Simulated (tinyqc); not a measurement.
Equilibrium crystal shape, supported particles, Gibbs-Thomson effect and coarsening. Changing the second-neighbour bond energy e2. Computed by tinyqc, a small Python program. Command: `OMP_NUM_THREADS=1 python tinyqc.py 3025044 3025045 out.jsonl wulff sweep`. One thread of a shared host (Intel(R) Xeon(R) Processor @ 2.30GHz), about 0.08 s of CPU time with the checks.

A cubic crystal bounded by {100}, {110} and {111} facets only.

Inputs (values chosen for the exercise, for a model metal):

| quantity | value | unit |
|---|---|---|
| lattice constant a | 2.93 | angstrom |
| first-neighbour bond energy e1 | 0.253 | eV |
| atoms in the particle N | 42000 | - |
| temperature T | 650 | K |

Surface energies: broken bonds, bcc.

Constants: 1 eV/angstrom^2 = 16.02176634 J/m^2; e = 1.602176634e-19 C; k_B = 8.617333262e-05 eV/K.

Method:
- A cut with normal n breaks sum_R |R.n|/(2 Omega) bonds per area (R over all neighbours of a shell) and makes two surfaces: gamma = sum over shells e_s sum_R |R.n|/(4 Omega). bcc: 8 neighbours a/2 (1,1,1), 6 at a (1,0,0), Omega = a^3/2.
- Wulff construction: the facet planes lie at distances lambda gamma from the centre, and the shape is the region inside all of them; V = (1/3) sum of area x distance. gamma_mean = sum A gamma / sum A; shape factor eta = A/V^(2/3) (4.836 for a sphere). lambda follows from V = N Omega.
- For the Wulff shape mu - mu(bulk) = 2 Omega gamma/h, with gamma and h = lambda gamma the energy and distance of any one facet plane, here (111); the vapour pressure rises by exp[(mu - mu(bulk))/(k_B T)].

One run for each value:

| second-neighbour bond energy e2 (eV) | gamma_mean (J/m^2) | shape factor eta | mu - mu(bulk) (meV) |
|---|---|---|---|
| 0.040 | 0.777 | 5.321 | 26.75 |
| 0.076 | 0.877 | 5.284 | 29.99 |
| 0.110 | 0.971 | 5.250 | 33.00 |
| 0.150 | 1.080 | 5.219 | 36.49 |
| 0.180 | 1.161 | 5.200 | 39.07 |
| 0.220 | 1.266 | 5.182 | 42.46 |
| 0.250 | 1.343 | 5.173 | 44.98 |

Describe the trends.

Over the rows, gamma_mean (J/m^2) rises from 0.777 to 1.34 (exponent d ln y / d ln x 0.19 between the first rows and 0.46 between the last); shape factor eta falls from 5.32 to 5.17 (exponent d ln y / d ln x -0.011 between the first rows and -0.014 between the last); mu - mu(bulk) (meV) rises from 26.7 to 45.0 (exponent d ln y / d ln x 0.18 between the first rows and 0.45 between the last).  Left out: 0.00500 (the particle wets the substrate completely).
